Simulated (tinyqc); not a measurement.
Small-signal admittance of a forward-biased p+-n diode: one step of the calculation.

Holes injected into a neutral base of width wb with an ohmic contact at its end; low injection, p0 far above the equilibrium density. A small voltage v exp(i w t), w = 2 pi f, modulates the edge density by p0 v/Vt, and the small-signal density obeys Dp d2p/dx2 = (1/tau + i w) p.

Task. Closed-form admittance. L = sqrt(Dp tau); direct current J = (q Dp p0/L) coth(wb/L); k = sqrt(1 + i w tau)/L; diffusion admittance Y = (q Dp p0/Vt) k coth(k wb) = G + i w C_diff; junction capacitance C_j = sqrt(q eps0 eps_r Nd/(2 Vr)) in the depletion approximation, with the remaining barrier Vr = Vt ln(Na/p0), a rough value under forward bias; base-width modulation is left out.

Inputs (values chosen for the exercise); permittivity close to that of gallium arsenide:

| symbol | value | unit | meaning |
|---|---|---|---|
| T | 300 | K | temperature |
| eps_r | 12.9 |  | relative permittivity |
| Nd | 2.1e16 | cm^-3 | donor density of the base |
| Dp | 6.1 | cm^2/s | hole diffusion coefficient |
| tau | 5e-9 | s | hole lifetime |
| wb | 5.1 | um | width of the neutral base |
| p0 | 5.7e14 | cm^-3 | excess hole density at the junction edge |
| Na | 7e18 | cm^-3 | acceptor density of the p+ side |
| f | 2.4e7 | Hz | signal frequency |

Constants: q = 1.602176634e-19 C, kB = 1.380649e-23 J/K, Vt = kB T/q, eps0 = 8.8541878128e-14 F/cm where lengths are in cm. Results are converted to the units shown.

Give: L; J; k wb; Y; C_diff; C_j.

Result.

L = 1.7464 um
J = 3.2084 A/cm^2
k wb = 3.0990+1.0374i
Y = 130.84+43.28i S/cm^2
C_diff = 0.28701 uF/cm^2
C_j = 0.088847 uF/cm^2

G is 1.05 times its low-frequency value J/Vt, and C_diff is 3.23 times C_j.

Computed by the program tinyqc: `OMP_NUM_THREADS=1 python tinyqc.py 2890202 2890203 out.jsonl`, one thread of a shared Intel Xeon 2.30GHz, about 0.01 s for the whole run.
